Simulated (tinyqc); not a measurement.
# Input admittance of a MOSFET at zero drain bias: distributed channel and distributed gate: input impedance against frequency

Source and drain grounded, strong inversion, w = 2 pi f, Cox = eps0 eox/tox. The channel is an RC line of resistance 1/(mu Cox Vo) per square fed from both ends, so one finger has the intrinsic admittance y = i w Cox L tanh(g)/g per width, g = (1/2) sqrt(i w tau), tau = L^2/(mu Vo). The vertical resistance rv/L is in series with y, the overlaps 2 i w Cov in parallel: y_t = 1/(1/y + rv/L) + 2 i w Cov. The gate strip is a line of Rsh/L per length loaded by y_t, so a finger has Y = y_t Wf tanh(k)/k, k = (Wf/sd) sqrt(y_t Rsh/L); the device has Nf Y.

Low-frequency limits, with c = Cox L and ct = c + 2 Cov: R_strip = Rsh Wf/(3 sd^2 L Nf), R_ch = (c/ct)^2 L/(12 mu Cox Vo Wf Nf), R_vert = (c/ct)^2 rv/(L Wf Nf), C = ct Wf Nf. Z = 1/(Nf Y) = R + 1/(i w C), Q = |Im Z|/R, far-point signal |1/cosh k|.

Parameters, values chosen for the exercise; values of the order met in silicon radio-frequency transistors:
- eox = 24.9 (relative permittivity of the gate insulator (close to zirconium oxide))
- tox = 19 nm (insulator thickness)
- L = 0.16 um (channel length)
- Wf = 12 um (finger width)
- Nf = 8 (number of fingers)
- mu = 280 cm^2/(V s) (channel mobility)
- Vo = 0.66 V (gate overdrive)
- Rsh = 4 ohm/square (sheet resistance of the gate)
- rv = 0 ohm um^2 (vertical resistivity of the gate stack)
- sd = 2 (number of ends at which a finger is contacted)
- Cov = 0.17 fF/um (overlap and fringe capacitance on each side)

Constants: eps0 = 8.8541878128e-14 F/cm where lengths are in cm. Results are converted to the units shown.

The same in every row: low-frequency R (ohm) = 3.588.

Input impedance against frequency:
```
f (GHz)	w tau	|k|	R (ohm)	C (fF)	Q	signal at the far point
0.5	0.004352	0.07881	3.588	210.9	420.7	1.000
1	0.008704	0.1115	3.588	210.9	210.4	1.000
2	0.01741	0.1576	3.588	210.9	105.2	0.9999
5	0.04352	0.2492	3.588	210.9	42.08	0.9996
10	0.08704	0.3524	3.587	210.8	21.05	0.9983
30	0.2611	0.6103	3.584	210.2	7.043	0.9853
60	0.5222	0.8628	3.571	208.2	3.567	0.9447
100	0.8704	1.113	3.543	203.8	2.204	0.8649
300	2.611	1.902	3.271	168.5	0.9623	0.4846
```

Read the table: what changes, and by how much?

R falls from 3.59 to 3.27 ohm and C falls from 211 to 169 fF. Q goes as f^(-1.00) between the first two rows and f^(-0.75) between the last two, where w tau = 2.61 and |k| = 1.90. The low-frequency limits hold both R and C within 5 % up to f = 100 GHz among the rows.

Computed by the program tinyqc: `OMP_NUM_THREADS=1 python tinyqc.py 2262155 2262156 out.jsonl`, one thread of a shared Intel Xeon 2.30GHz, about 0.01 s for the whole run.
